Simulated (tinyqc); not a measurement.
From results to parameters: Morse oscillator. Computed by the program tinyqc.

Problem. A Morse oscillator has levels we (n + 1/2) - wexe (n + 1/2)^2 with wexe = we^2/(4 De) and we = a sqrt(2 De/m) in atomic units (1 hartree = 219474.63 cm^-1 = 27.211386 eV, 1 u = 1822.888 electron masses). Find we, wexe, De and a.

spacings 0-1 and 1-2 (cm^-1): 802.689734  797.377806
reduced mass = 11.749978 u

Solution. The spacings are we - 2 wexe and we - 4 wexe, so their difference is 2 wexe; De = we^2/(4 wexe) and a = sqrt(2 m wexe).

we, wexe (cm^-1): 808.002  2.656
De = 7.6192 eV
a = 0.720 1/bohr
